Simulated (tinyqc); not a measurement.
Raising U: Hubbard chain of 2 sites, mean field against exact. Computed by the program tinyqc. 

one-body matrix (hopping and site energies) (eV):
```
         1        2
1   0.0000  -1.6400
2  -1.6400   0.0000
```

electrons, up and down: 1  1

Collinear unrestricted mean field (the lowest of 40 random starts) against exact diagonalisation.

Exact and mean-field results (eV):
```
U          U/t   E exact  E mean field  mean |n_up - n_down|  double occupancy, exact  first gap in the sector
0.820    0.500  -2.89553      -2.87000                 0.000                    0.219                    2.896
1.640    1.000  -2.56095      -2.46000                 0.000                    0.189                    2.561
3.280    2.000  -2.02715      -1.64000              5.18e-04                    0.138                    2.027
4.920    3.000  -1.64000      -1.09333                 0.745                    0.100                    1.640
6.560    4.000  -1.35862      -0.82000                 0.866                    0.073                    1.359
9.840    6.000  -0.99310      -0.54667                 0.943                    0.042                    0.993
13.120   8.000  -0.77430      -0.41000                 0.968                    0.026                    0.774
19.680  12.000  -0.53227      -0.27333                 0.986                    0.013                    0.532
32.800  20.000  -0.32478      -0.16400                 0.995                 4.85e-03                    0.325
```

In absolute terms mean field is worst at U/t = 3.0, 0.547 eV too high: at small U it is nearly exact, and at large U it misses only exchange-scale energies. For the symmetric dimer the instability lies at U = 2t. Its local moments set in at U/t = 3.0 of those listed, a broken symmetry that the exact state of a finite cluster with equal spins does not have. Relative to the exact energy its error is 0.9 % at the smallest U, 50 % at most and 50 % at the largest. The double occupancy falls from 0.219 to 0.005; at the largest U the first gap is 0.99 times the exchange scale 4t^2/U.
